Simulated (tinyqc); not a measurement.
Gated two-dimensional channel with two bands, quantum capacitance: two steps of the calculation.

phi is the Fermi level above the lowest band edge, in volts; Vg is counted from the gate voltage at which an empty channel would have phi = 0. The channel has no thickness; trap charge is -q Dit phi.

Inputs (values chosen for the exercise); lowest band close to that of a thin InAs body: temperature T = 300 K; relative permittivity of the gate insulator (close to zirconium oxide) eox = 24.7; insulator thickness tox = 12 nm; in-plane mass md = 0.0339 m0; valley degeneracy gv = 1; in-plane mass of a second band, chosen freely m2 = 0.039 m0; valley degeneracy of that band, chosen freely g2 = 6; second band edge above the first E2 = 0.17 eV; density of traps Dit = 0 cm^-2 eV^-1; gate voltage Vg = 0.43 V.

Constants: q = 1.602176634e-19 C, kB = 1.380649e-23 J/K, hbar = 1.054571817e-34 J s, m0 = 9.1093837015e-31 kg, Vt = kB T/q, eps0 = 8.8541878128e-14 F/cm where lengths are in cm. Results are converted to the units shown.

Question 1. Gate capacitance. Cox = eps0 eox/tox.

Wanted: Cox.

Answer 1.

Cox = 1.822 uF/cm^2

Question 2. New phi. D1 = gv md m0 q/(pi hbar^2), D2 = g2 m2 m0 q/(pi hbar^2) per eV; n1 = D1 Vt ln(1 + exp(phi/Vt)), n2 = D2 Vt ln(1 + exp((phi - E2)/Vt)), n = n1 + n2; Cq = q dn/dphi = q [D1/(1 + exp(-phi/Vt)) + D2/(1 + exp((E2 - phi)/Vt))]. Newton: f = phi + q (n + Dit phi)/Cox - Vg, phi(new) = phi - f/(1 + (Cq + q Dit)/Cox).

phi at the start = 0.43 V
Cox = 1.8224870 uF/cm^2

Wanted: n1; n2; Cq; f; phi after iteration 1.

Answer 2.

n1 = 6.0893e12 cm^-2
n2 = 2.5415e13 cm^-2
Cq = 17.929 uF/cm^2
f = 2.7696 V
phi after iteration 1 = 0.17445 V

Computed by the program tinyqc: `OMP_NUM_THREADS=1 python tinyqc.py 2200033 2200034 out.jsonl`, one thread of a shared Intel Xeon 2.30GHz, about 0.01 s for the whole run.
